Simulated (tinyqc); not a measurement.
Growth of a silicide layer between metal and silicon: linear-parabolic kinetics, ramp anneals and Kissinger analysis. Inputs raised by 10 %, one at a time. Computed by tinyqc, a small Python program. Command: `OMP_NUM_THREADS=1 python tinyqc.py 3020770 3020771 out.jsonl silicide sens`. One thread of a shared host (Intel(R) Xeon(R) Processor @ 2.30GHz), about 0.2 s of CPU time with the checks.

One compound layer of thickness x grows by diffusion through itself and reaction at an interface, dx/dt = 1/(2x/K + 1/v), until the metal is used up at x = a h.

Inputs (values chosen for the exercise, modelled on CoSi):
```
quantity                                 value    unit
metal thickness h                           25      nm
silicide formed per metal thickness a     2.02       -
prefactor of the parabolic constant K  3.8e+13  nm^2/s
activation energy E of K                  1.93      eV
prefactor of the interface velocity v  1.5e+15    nm/s
activation energy E_v                     2.12      eV
temperature T                              435       C
time t                                      19       s
```

Constants: k_B = 8.617333262e-05 eV/K.

Method:
- The silicide ends at the thickness a h.
- K = K0 exp(-E/(k_B T)), v = v0 exp(-E_v/(k_B T)).
- Temperatures in kelvin are T(C) + 273.15.
- x^2/K + x/v = t, so x = (K/(2v)) [sqrt(1 + 4 v^2 t/K) - 1], capped at a h; completion time t_c = (a h)^2/K + a h/v, a h being the final thickness; crossover thickness K/v.

Runs:
```
input moved                                        from        to  completion time (s)  thickness at time t (nm)  crossover thickness (nm)
base run                                              -         -                 3691                     3.370                 5.700e-01
metal thickness h (nm)                               25      27.5                 4462                     3.370                 5.700e-01
prefactor of the parabolic constant K (nm^2/s)  3.8e+13  4.18e+13                 3359                     3.521                 6.270e-01
activation energy E of K (eV)                      1.93     2.123                86302                     0.738                 2.412e-02
prefactor of the interface velocity v (nm/s)    1.5e+15  1.65e+15                 3687                     3.394                 5.182e-01
activation energy E_v (eV)                         2.12     2.332                 4979                     0.695                 1.839e+01
time t (s)                                           19      20.9                 3691                     3.547                 5.700e-01
```

Exponents ln(y'/y) / ln(x'/x):
```
input                                  completion time  thickness at time t  crossover thickness
metal thickness h                                1.989                0.000                0.000
prefactor of the parabolic constant K           -0.988                0.460                1.000
activation energy E of K                        33.071              -15.941              -33.183
prefactor of the interface velocity v           -0.011                0.074               -1.000
activation energy E_v                            3.141              -16.556               36.450
time t                                           0.000                0.538                0.000
```

To which inputs is each result most sensitive?

Among the inputs moved here: completion time answers most in size to activation energy E of K (exponent +33.071), next to activation energy E_v (+3.141); its exponent is below 0.0005 for time t. Its exponent +1.989 in metal thickness h: diffusion control. Its exponent -0.988 in prefactor of the parabolic constant K: diffusion control. Thickness at time t answers most in size to activation energy E_v (exponent -16.556), next to activation energy E of K (-15.941); its exponent is below 0.0005 for metal thickness h. Its exponent +0.538 in time t: diffusion control. Crossover thickness answers most in size to activation energy E_v (exponent +36.450), next to activation energy E of K (-33.183); its exponent is below 0.0005 for metal thickness h, time t.

Extremes, crossings and ranges named in words are read from the listed rows.
